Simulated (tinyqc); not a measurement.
Contact radius against thickness: four-point probe, van der Pauw, Hall and spreading-resistance readings of a semiconductor layer. Computed by tinyqc, a small Python program. Command: `OMP_NUM_THREADS=1 python tinyqc.py 3113047 3113048 out.jsonl probe walk`. One thread of a shared host (Intel(R) Xeon(R) Processor @ 2.30GHz), about 0.01 s of CPU time with the checks.

The layer is uniform and ohmic; contacts are points unless a radius is given.

Inputs (values chosen for the exercise, modelled on n-type silicon): carrier density n = 1.7e+18 1/cm^3; drift mobility mu = 189 cm^2/(V s); layer thickness t = 880 micrometre.

Backing of the layer: conducting.

Constants: e = 1.602176634e-19 C.

Method:
- rho = 1/(e n mu); R_s = rho/t.
- Flat disc contact with the current density of a half-space: R = (rho/(4 a)) c, c = (4/pi) int_0^infinity K(x t/a) sin(x) J1(x)/x^2 dx for a conducting backing, K = tanh, with the voltage averaged over the disc; c tends to 1 for t >> a.
- Compared with (2/pi) arctan(2 t/a) and with the column value 4 t/(pi a).

resistivity rho = 0.0194258 ohm cm

At the given t:
```
t/a         c  arctan form  column form     R (ohm)
0.1   0.10891      0.12567   1.2732e-01  6.0104e-04
0.2   0.20149      0.24224   2.5465e-01  2.2240e-03
0.5   0.41490      0.50000   6.3662e-01  1.1449e-02
1.0   0.62068      0.70483   1.2732e+00  3.4253e-02
2.0   0.78894      0.84404   2.5465e+00  8.7078e-02
5.0   0.91241      0.93655   6.3662e+00  2.5176e-01
10.0  0.95596      0.96820   1.2732e+01  5.2756e-01
30.0  0.98529      0.98939   3.8197e+01  1.6313e+00
```

The arctan form misses c by at most about 21 % over these rows; the column form is off by +17 % at t/a = 0.1 and by +105 % at t/a = 1, where the current spreads beyond the disc.
